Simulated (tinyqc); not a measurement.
# From one set of inputs to another, one input at a time

Model: deep trap from a strong local potential in a two-band host (Koster-Slater model with semi-elliptic bands). Computed by tinyqc, a small Python program. Command: `OMP_NUM_THREADS=1 python tinyqc.py 3002667 3002668 out.jsonl deeptrap ladder`. One thread of a shared host (Intel(R) Xeon(R) Processor @ 2.30GHz), about 0.02 s of CPU time with the checks.

The valence band spans -2 W_v to 0 and the conduction band E_g to E_g + 2 W_c. The orbital at the impurity site has weight f_v in the valence band and 1 - f_v in the conduction band, each spread as a semi-ellipse (2/(pi W^2)) sqrt(W^2 - x^2) about the band centre. The impurity adds U to this orbital. Spin is left out.

The inputs printed are set A. Inputs not listed in the table keep their values of set A, so the rows need not describe a real material.

Inputs (values chosen for the exercise, for a model semiconductor): gap E_g = 1.73 eV; half-width of the valence band W_v = 2.2 eV; half-width of the conduction band W_c = 5.3 eV; valence weight f_v of the site orbital = 0.46; impurity potential U = 11 eV.

Impurity: repulsive, acceptor-like.

Method. In the gap G(E) = f_v (2/W_v^2)[x - sqrt(x^2 - W_v^2)] - (1 - f_v)(2/W_c^2)[y - sqrt(y^2 - W_c^2)], x = E + W_v, y = E_g + W_c - E. The trap level solves G(E) = 1/U (bisection). With D = -dG/dE = D_v + D_c, D_v = f_v (2/W_v^2)[x/sqrt(x^2 - W_v^2) - 1] and D_c = (1 - f_v)(2/W_c^2)[y/sqrt(y^2 - W_c^2) - 1], the weight on the impurity orbital is 1/(U^2 D) and the conduction-band character is D_c/D.

Each row keeps all changes above it:
```
input moved                                 from    to  trap level E_t (eV)  weight on the impurity orbital  conduction-band character
set A                                          -     -               0.6336                         0.05831                     0.2133
half-width of the valence band W_v (eV)      2.2   4.2               0.0606                         0.02963                     0.0744
gap E_g (eV)                                1.73  1.51               0.0446                         0.02490                     0.0706
impurity potential U (eV)                     11  9.07               0.0058                         0.01264                     0.0238
half-width of the conduction band W_c (eV)   5.3   5.6               0.0100                         0.01672                     0.0297
valence weight f_v of the site orbital      0.46   0.6               0.3848                         0.09950                     0.1683
```

Which inputs carry the difference?

Trap level E_t goes from 0.634 to 0.385, a factor 0.607 in all. The largest single move comes from valence weight f_v of the site orbital (a factor 38.5), but it runs against the net change; the largest move in the direction of the net change is half-width of the valence band W_v (a factor 0.0957). Weight on the impurity orbital goes from 0.0583 to 0.0995, a factor 1.71 in all. The largest single move comes from valence weight f_v of the site orbital (a factor 5.95), and impurity potential U works against it (a factor 0.508). Conduction-band character goes from 0.213 to 0.168, a factor 0.789 in all. The largest single move comes from valence weight f_v of the site orbital (a factor 5.67), but it runs against the net change; the largest move in the direction of the net change is impurity potential U (a factor 0.337). The single moves hold for this order of the switches; the total does not depend on the order.

Extremes, crossings and ranges named in words are read from the listed rows.
